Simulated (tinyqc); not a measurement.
Inside a calculation. Model: heavy doping: band filling, gap narrowing, band tails and the effective intrinsic density. Computed by tinyqc, a small Python program that keeps every step. Command: `OMP_NUM_THREADS=1 python tinyqc.py 3017228 3017229 out.jsonl gapnarrow walk`. One thread of a shared host (Intel(R) Xeon(R) Processor @ 2.30GHz), about 0.03 s of CPU time with the checks. Intermediate numbers are printed to about 7 digits and carried at full precision; extremes and crossings named in words are read from the listed rows.

An n-type crystal above its Mott density, with all dopants ionised: n = N_D - N_A, ionised centres N_I = N_D + N_A. Valleys are taken as spherical with mass m_e.

Inputs (values chosen for the exercise, for a model semiconductor):
```
quantity                      value   unit
gap E_g                        1.61     eV
electron mass m_e             0.109    m_0
valleys M_c                       1      -
hole mass m_h                  0.71    m_0
dielectric constant eps          11      -
donor density N_D           1.4e+19  cm^-3
compensation ratio N_A/N_D      0.5      -
temperature T                   150      K
```

Conduction band: non-parabolic (Kane).

Constants: a_0 = 0.529177210903 angstrom; Ry = 13.605693123 eV; k_B = 8.617333262e-05 eV/K; hbar^2/(2 m_0) = 3.80998212 eV angstrom^2; e = 1.602176634e-19 C; eps_0 = 8.8541878128e-12 F/m; e^2/(4 pi eps_0) = 14.39964548 eV angstrom.

## Scales

n = N_D (1 - ratio); Ry* = Ry m_e/eps^2, a* = a_0 eps/m_e; r_s = (3/(4 pi n))^(1/3)/a*; k_F = (3 pi^2 n/M_c)^(1/3); Mott density (0.26/a*)^3.

n = 7.00e+18 cm^-3

Ry* = 12.25637 meV

a* = 53.40320 angstrom

r_s = 0.6072541

k_F = 0.05917973 1/angstrom

Mott density = 1.154033e+17 cm^-3

## Band filling

n = M_c (1/(2 pi^2)) (m_e/(hbar^2/2m_0))^(3/2) int sqrt(E (1 + aE)) (1 + 2 aE) f dE with a = (1 - m_e)^2/E_g, f = 1/(1 + exp((E - E_F)/k_B T)); trapezoid rule in t = sqrt(E/k_B T), step 0.02 up to 12; E_F by bisection from the band edge. At T = 0, E_F (1 + a E_F) = (hbar^2/2m_0) k_F^2/m_e; dn/dE_F uses f (1 - f)/k_B T in place of f.

E_F above the band edge = 114.2887 meV

E_F at T = 0 = 115.8045 meV

E_F/k_B T = 8.841766

dn/dE_F = 9.451580e+19 cm^-3/eV

## Screening, narrowing and potential fluctuations

Screening: q^2 = (e/(eps eps_0)) dn/dE_F. Exchange lowers the conduction band by (1/pi) k_F e^2/(4 pi eps_0 eps) (T = 0 Hartree-Fock at k_F, taken as a rigid shift). Screening raises the valence band by (q/2) e^2/(4 pi eps_0 eps) (static Coulomb hole). The narrowing is the sum; electron correlation and carrier-ion shifts are left out. Root-mean-square potential of randomly placed ions: V_rms = (e^2/(4 pi eps_0 eps)) sqrt(2 pi N_I/q).

screening length 1/q = 25.36082 angstrom

exchange term = 24.65939 meV

Coulomb-hole term = 25.80868 meV

gap narrowing = 50.46807 meV

V_rms = 75.72519 meV

V_rms is 0.66 of the larger of E_F and k_B T, so band tails matter. Caution: the screening length is well below a*, where static Thomas-Fermi screening overstates the Coulomb hole.

## What optics and devices see

Absorption edge of a direct gap, from the valence band at k_F (T = 0 value) to the Fermi level: E_g - narrowing + E_F + (hbar^2/2m_0) k_F^2/m_h, k_F = (3 pi^2 n)^(1/3); the shift is the edge less E_g. n p/n_i^2 = exp(narrowing/k_B T) x (n/N) exp(-E_F/k_B T), N being the limit of n exp(-E_F/k_B T) far below the edge (taken at E_F = -12 k_B T); apparent narrowing = k_B T ln(n p/n_i^2).

shift of the absorption edge = 82.61422 meV

absorption edge = 1.692614 eV

apparent narrowing = -24.21713 meV

log10(n p/n_i^2) = -0.8136598

Degeneracy takes back 74.7 meV of the 50.5 meV of narrowing, so the minority density ends below its ideal value n_i^2/n.

## Filling against narrowing

The compensation ratio is held; the absorption edge is given only for E_F above 2 k_B T.

Against carrier density (energies in meV):
```
n (cm^-3)       E_F  narrowing  apparent narrowing     V_rms  shift of the absorption edge
7.00e+17    19.1613   26.44661             17.1256   31.4099                             -
1.40e+18    36.8352   32.60915             14.5738   40.3406                       10.6534
2.80e+18    61.8052   39.50286              5.4572   52.6769                       32.5050
4.90e+18    90.4597   45.87743             -9.5892   65.7245                       59.3987
7.00e+18   114.2887   50.46807            -24.2171   75.7252                       82.6142
1.10e+19   152.6006   57.03007            -50.1247   90.5545                      120.9728
1.80e+19   207.4129   65.32557            -90.2758  109.8416                      177.3618
2.80e+19   271.2129   73.99270           -139.6975  130.3353                      244.5772
```

Narrowing grows with exponent 0.28 between the last rows (exchange goes as n^(1/3), the Coulomb hole as n^(1/6) in a degenerate parabolic band) and E_F with 0.61 (2/3 for a parabolic band at T = 0, towards 1/3 in a Kane band). The apparent narrowing falls over all rows, since E_F grows faster than the narrowing. In rows with E_F below 2 k_B T the T = 0 exchange term is overstated. Where V_rms is above half of E_F, band tails blur the edge by more than small net shifts. Filling outweighs narrowing at the absorption edge in every degenerate row (a net Burstein-Moss blue shift).

Checks made by the program: E_F at low temperature against the T = 0 value (relative difference 3e-04).
